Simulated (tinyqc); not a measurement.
## Schottky barrier on an n-type semiconductor with a doping step, non-linear Poisson equation by Newton steps: Capacitance-voltage profiling

One dimension, metal at x = 0, donor density C(x) = N1 for x < x1 and Nd beyond. Energies are counted from the electron Fermi level of the semiconductor and the conduction-band edge is Ec = -psi, so n = Nc exp(psi/Vt); holes follow the Fermi level of the metal, at -V, so p = Nv exp((V - psi - Eg)/Vt). Ends: psi(0) = V - phiB and psi = Vt ln(Nd/Nc) deep inside. Boltzmann statistics, full ionisation, no current, no image force in the Poisson equation.

The Poisson equation d/dx(eps0 eps_r dpsi/dx) = -q (p - n + C) is solved on a mesh of about 1000 nodes or more that ends in neutral material. C_s = q d/dV of the integral of n over x, from the linearised equation. Probed depth w = eps0 eps_r/C_s; apparent doping N_app = C_s^3/(q eps0 eps_r dC_s/dV), the derivative by central differences over +/- 0.02 V.

Values chosen for this exercise; band and dielectric values close to those of 4H silicon carbide: temperature T = 293 K; band gap Eg = 3.25 eV; relative permittivity eps_r = 9.76; conduction-band density of states at T Nc = 1.63e19 cm^-3; valence-band density of states at T Nv = 2.42e19 cm^-3; donor density deep in the semiconductor Nd = 2.6e15 cm^-3; barrier height phiB = 1.05 eV; depth of the doping step x1 = 530 nm; donor density above the step N1 = 1.3e16 cm^-3.

Constants: q = 1.602176634e-19 C, kB = 1.380649e-23 J/K, Vt = kB T/q, eps0 = 8.8541878128e-14 F/cm where lengths are in cm. Results are converted to the units shown.

Capacitance-voltage profiling:
```
V (V)	C_s (nF/cm^2)	w (nm)	N_app (cm^-3)	true C(w) (cm^-3)	|E_0| (kV/cm)
0	32.6	265	1.30e16	1.30e16	63.8
-0.3	28.0	308	1.30e16	1.30e16	74.3
-0.6	25.0	346	1.30e16	1.30e16	83.4
-0.9	22.7	381	1.29e16	1.30e16	91.7
-1.2	20.9	413	1.27e16	1.30e16	99.3
-1.5	19.5	443	1.23e16	1.30e16	106
-1.8	18.3	473	1.13e16	1.30e16	113
-2.1	17.1	505	9.37e15	1.30e16	119
-2.4	15.9	544	6.56e15	2.60e15	125
-2.7	14.4	599	4.00e15	2.60e15	130
-3	12.8	677	2.83e15	2.60e15	135
```

What does the table show?

C_s falls from 32.6 to 12.8 nF/cm^2 while the probed depth goes from 265 to 677 nm. The apparent doping falls from 1.30e16 to 2.83e15 cm^-3. It departs most from the true doping at that depth for V = -2.4 V, where it is 2.52 times it; the method senses the electrons at the edge of the depleted layer, which are smeared over a few Debye lengths (LD = 72 nm at Nd), so it cannot follow a doping that changes on that scale.

Program tinyqc, `OMP_NUM_THREADS=1 python tinyqc.py 2020104 2020105 out.jsonl`; Intel Xeon 2.30GHz, shared host, one thread, about 0.1 s.
